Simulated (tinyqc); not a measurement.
Conductivity against oxygen pressure: defect equilibria of an oxide against oxygen pressure (mass action). Computed by tinyqc, a small Python program. Command: `OMP_NUM_THREADS=1 python tinyqc.py 3005648 3005649 out.jsonl brouwer walk`. One thread of a shared host (Intel(R) Xeon(R) Processor @ 2.30GHz), about 0.01 s of CPU time with the checks.

Defects: oxygen vacancies V (charge +2), electrons n, holes p, the ionic partner X = V_M'' (charge -2), and the dopant. Activities are taken equal to concentrations.

Inputs (values chosen for the exercise, for a model oxide): reduction enthalpy H_r = 3.91 eV; prefactor K_r0 = 2e+69 cm^-9 atm^(1/2); gap E_g = 3.43 eV; prefactor N_c N_v = 3.3e+42 cm^-6; disorder enthalpy H_s = 2.38 eV; prefactor K_s0 = 6.2e+44 cm^-6; dopant density N_d = 3.9e+18 cm^-3; temperature T = 900 K; electron mobility mu_n = 1 cm^2/(V s); hole mobility mu_p = 0.048 cm^2/(V s); vacancy diffusion prefactor D_0 = 0.001 cm^2/s; vacancy migration energy E_m = 0.78 eV.

Ionic disorder: Schottky, oxide MO. Dopant (singly charged, fully ionised): acceptor.

Constants: k_B = 8.617333262e-05 eV/K; e = 1.602176634e-19 C.

Method:
- K_r = K_r0 exp(-H_r/k_B T) = [V] n^2 P^(1/2); K_i = N_c N_v exp(-E_g/k_B T) = n p; K_s = K_s0 exp(-H_s/k_B T) = [X] [V].
- Neutrality: 2 [V] + p = n + 2 [X] + N_d. With n as the unknown, [V] = K_r/(n^2 P^(1/2)), p = K_i/n, [X] = K_s/[V]; the log ratio is ln(positive/negative).
- The root is found by 60 bisections in ln n between n = 1e-10 and 1e25 cm^-3.
- sigma_n = e n mu_n, sigma_p = e p mu_p, sigma_ion = 2 e [V] mu_V with mu_V = 2 e D/(k_B T) and D = D_0 exp(-E_m/k_B T); only the oxygen vacancies carry ionic current, and the ionic transport number is sigma_ion over the total.

K_r = 2.54679e+47 cm^-9 atm^(1/2)

K_i = 2.04814e+23 cm^-6

K_s = 2.91728e+31 cm^-6

Log10 of the conductivities in S/cm:
```
log10 P (atm)   n-type   p-type    ionic    total  ionic transport number
-28             1.7722  -17.370  -4.1796   1.7722                0.000001
-24             1.1000  -16.698  -4.8353   1.1000                0.000001
-20             0.4088  -16.007  -5.4528   0.4088                0.000001
-16            -0.3537  -15.244  -5.9279  -0.3537                0.000003
-12            -1.2558  -14.342  -6.1237  -1.2558                0.000014
-8             -2.2393  -13.359  -6.1566  -2.2393                0.000121
-4             -3.2375  -12.360  -6.1602  -3.2370                0.001193
0              -4.2373  -11.361  -6.1606  -4.2322                0.011792
```

The ionic transport number stays at or below about 0.012: no electrolytic window. The total has no minimum inside this range.

Extremes, crossings and ranges named in words are read from the listed rows.
